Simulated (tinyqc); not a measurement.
AlGaN/GaN HEMT with access regions, lumped model: two steps of the calculation.

A polarisation-induced electron sheet under a Schottky gate, in series with two ungated access regions and contacts. Drift law v = mu E/(1 + mu E/vs) under the gate. Currents in mA/mm, resistances in ohm mm. No self-heating, no channel-length modulation; fits for polarisation, barrier and offset are chosen for the exercise.

Values chosen for this exercise; values close to those of AlGaN/GaN structures: aluminium share of the barrier x = 0.19; barrier thickness d = 18 nm; relative permittivity of barrier and channel eps_r = 9.2; channel mobility mu = 1400 cm^2/(V s); saturation velocity vs = 1.5e7 cm/s; gate length Lg = 0.25 um; source access length Ls = 0.5 um; drain access length Ld = 2 um; resistance of each contact Rc = 0.46 ohm mm; share of the drain-access electrons removed by traps ft = 0; gate voltage Vg = 0.5 V; drain voltage Vd = 1 V.

Constants: q = 1.602176634e-19 C, eps0 = 8.8541878128e-14 F/cm where lengths are in cm. Results are converted to the units shown.

Task 1. Polarisation charge, threshold and sheet resistance. sigma = (5e13 x + 1.6e13 x^2) cm^-2, phiB = 0.84 + 1.3 x, dEc = 0.7 (1.71 x + x^2) in volts, Cb = eps0 eps_r/d, VT = phiB - dEc - q sigma/Cb, access density n0 = -Cb VT/q. Rsh = 1/(q mu n0); largest access current q n0 vs.

Wanted: sigma; Cb; VT; n0; Rsh; q n0 vs.

Result 1.

sigma = 1.0078e13 cm^-2
Cb = 0.45255 uF/cm^2
VT = -2.7335 V
n0 = 7.7211e12 cm^-2
Rsh = 577.41 ohm
q n0 vs = 1855.6 mA/mm

Task 2. Drain current. Access resistance R(L, n) = L/(q mu n sqrt(1 - (I/(q n vs))^2)); Rs = Rc + R(Ls, n0), Rd = Rc + R(Ld, (1 - ft) n0). Vg' = Vg - I Rs, Vd' = Vd - I (Rs + Rd); with u = Vg' - VT, Vc = vs Lg/mu and w the smaller of Vd' and Vc [sqrt(1 + 2 u/Vc) - 1] (0 if negative), the channel gives (mu Cb/Lg)(u w - w^2/2)/(1 + w/Vc). I(new) = I + 0.1 (channel current - I).

I at the start = 310 mA/mm
VT = -2.7335243 V
Cb = 0.45254738 uF/cm^2
n0 = 7.7210541e12 cm^-2

Give: Rs; Rd; Vg'; Vd'; channel current; I after iteration 1.

Result 2.

Rs = 0.7528 ohm mm
Rd = 1.631 ohm mm
Vg' = 0.2666 V
Vd' = 0.2609 V
channel current = 961.2 mA/mm
I after iteration 1 = 375.1 mA/mm

Computed by the program tinyqc: `OMP_NUM_THREADS=1 python tinyqc.py 2570171 2570172 out.jsonl`, one thread of a shared Intel Xeon 2.30GHz, about 0.03 s for the whole run.
